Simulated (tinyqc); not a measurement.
Band bending at a free surface with one surface level, surface photovoltage and Kelvin probe: one step of the calculation.

n-type bulk, xi = Ec - EF = Vt ln(Nc/Nd), p0 = ni^2/Nd, ni = sqrt(Nc Nv) exp(-Eg/(2 Vt)), Eg in volts. b is the upward band bending, u = b/Vt. Space charge per area, in units of q: Qc = sign(b) sqrt((2 eps0 eps_r Vt/q) [(Nd + dn)(exp(-u) - 1) + Nd u + (p0 + dn)(exp(u) - 1)]), with dn the excess density under light (flat quasi-Fermi levels; 0 in the dark). The level holds -Ns f, f = 1/(1 + exp((xi + b - Es)/Vt)). Neutrality: Qc + Qf + (charge of the states) = 0.

Problem. Bulk quantities. xi, ni, p0, the Debye length sqrt(eps0 eps_r Vt/(q Nd)) and the flat-band work function chi + xi.

Parameters, values chosen for the exercise; band and dielectric values those of a made-up semiconductor: temperature T = 300 K; band gap Eg = 0.754 eV; relative permittivity eps_r = 20.2; conduction-band density of states at T Nc = 1.35e19 cm^-3; valence-band density of states at T Nv = 5.43e18 cm^-3; electron affinity chi = 5.16 eV; donor density Nd = 8.8e15 cm^-3.

Constants: q = 1.602176634e-19 C, kB = 1.380649e-23 J/K, Vt = kB T/q, eps0 = 8.8541878128e-14 F/cm where lengths are in cm. Results are converted to the units shown.

Give: xi; ni; p0; Debye length; chi + xi.

Solution.

xi = 0.18964 eV
ni = 3.9742e12 cm^-3
p0 = 1.7948e9 cm^-3
Debye length = 57.266 nm
chi + xi = 5.3496 eV

Numbers from tinyqc (`OMP_NUM_THREADS=1 python tinyqc.py 2430133 2430134 out.jsonl`; about 0.01 s on one thread of a shared Intel Xeon 2.30GHz).
